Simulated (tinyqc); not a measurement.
Changing the fraction x of B: elastic strain and critical thickness of a cubic alloy layer A(1-x)B(x) on a thick substrate. Computed by tinyqc, a small Python program. Command: `OMP_NUM_THREADS=1 python tinyqc.py 3024508 3024509 out.jsonl misfit sweep`. One thread of a shared host (Intel(R) Xeon(R) Processor @ 2.30GHz), about 0.01 s of CPU time with the checks.

Strain is positive in tension. The layer is coherent with the substrate unless said otherwise.

Inputs (values chosen for the exercise, for a model alloy):

| quantity | value | unit |
|---|---|---|
| lattice constant a_A | 5.869 | angstrom |
| lattice constant a_B | 6.058 | angstrom |
| substrate lattice constant a_S | 5.864 | angstrom |
| layer thickness h | 8.5 | nm |
| X-ray wavelength | 1.540593 | angstrom |
| start of the iteration h0/b | 1000 | - |

Growth plane: (001). Layer: uncapped. Misfit dislocation: 60-degree.

C11, C12, C44 of A (GPa): 93.23  51.01  48.27

C11, C12, C44 of B (GPa): 93.29  40.08  43.35

Method:
- a = (1 - x) a_A + x a_B, the same rule for each C_ij; misfit f = (a_S - a)/a, the in-plane strain of the coherent layer.
- (001): D = 2 C12/C11, M = C11 + C12 - 2 C12^2/C11. The free surface carries no normal stress, so e_perp = -D f; dV/V = 2 f + e_perp; stress = M f; energy per area = M f^2 h (1 GPa nm = 1 J/m^2).
- Reflection 004: d = a_perp/sqrt(16), with a_perp = a (1 + e_perp) for the coherent layer, a for the relaxed layer and a_S for the substrate; sin(theta) = lambda/(2 d).
- Voigt averages: G = (C11 - C12 + 3 C44)/5, B = (C11 + 2 C12)/3, nu = (3 B - 2 G)/(2 (3 B + G)); b = a/sqrt(2). The 60-degree dislocation has cos alpha = 1/2, and cos lambda = 1/2 on (001).
- Matthews-Blakeslee: h_c = A [ln(h_c/b) + 1], A = b (1 - nu cos^2 alpha)/(8 pi |f| (1 + nu) cos lambda), the factor 8 pi being that of an uncapped layer.
- Start at h0, put the right side back in, and stop when the change is below 1e-9 h or h turns negative.

One run for each value:

| fraction x of B | misfit f | in-plane stress (GPa) | critical thickness h_c (Matthews-Blakeslee) (nm) | peak separation of the coherent layer (arcsec) | biaxial modulus M (GPa) |
|---|---|---|---|---|---|
| 0.04 | -0.002137 | -0.1901 | 70.577 | -565.8 | 88.940 |
| 0.13 | -0.005017 | -0.4520 | 25.102 | -1309.4 | 90.078 |
| 0.22 | -0.007881 | -0.7185 | 14.269 | -2027.6 | 91.175 |
| 0.32 | -0.011043 | -1.0198 | 9.250 | -2796.9 | 92.344 |
| 0.41 | -0.013872 | -1.2950 | 6.851 | -3464.3 | 93.353 |
| 0.50 | -0.016685 | -1.5737 | 5.344 | -4108.9 | 94.320 |
| 0.59 | -0.019482 | -1.8555 | 4.318 | -4731.2 | 95.245 |
| 0.68 | -0.022263 | -2.1401 | 3.580 | -5332.0 | 96.128 |
| 0.78 | -0.025334 | -2.4589 | 2.972 | -5975.0 | 97.061 |
| 0.87 | -0.028082 | -2.7480 | 2.553 | -6532.4 | 97.856 |
| 0.96 | -0.030814 | -3.0386 | 2.218 | -7070.1 | 98.609 |

Over the rows, misfit f falls from -0.00214 to -0.0308 (exponent d ln y / d ln x 0.72 between the first rows and 0.94 between the last); in-plane stress (GPa) falls from -0.190 to -3.04 (exponent d ln y / d ln x 0.73 between the first rows and 1.0 between the last); critical thickness h_c (Matthews-Blakeslee) (nm) falls from 70.6 to 2.22 (exponent d ln y / d ln x -0.88 between the first rows and -1.4 between the last). h_c |f| / 1 nm runs from 0.151 to 0.0683: it would be constant but for the logarithm and the drift of b and nu.

Caution (rows 0.680, 0.780, 0.870, 0.960): above about 2 % misfit, linear elasticity is rough and compressed layers tend to form islands before dislocations. Caution (rows 0.780, 0.870, 0.960): a critical thickness of a few Burgers vectors is outside continuum elasticity and hangs on the core term.

Extremes, crossings and ranges named in words are read from the listed rows.
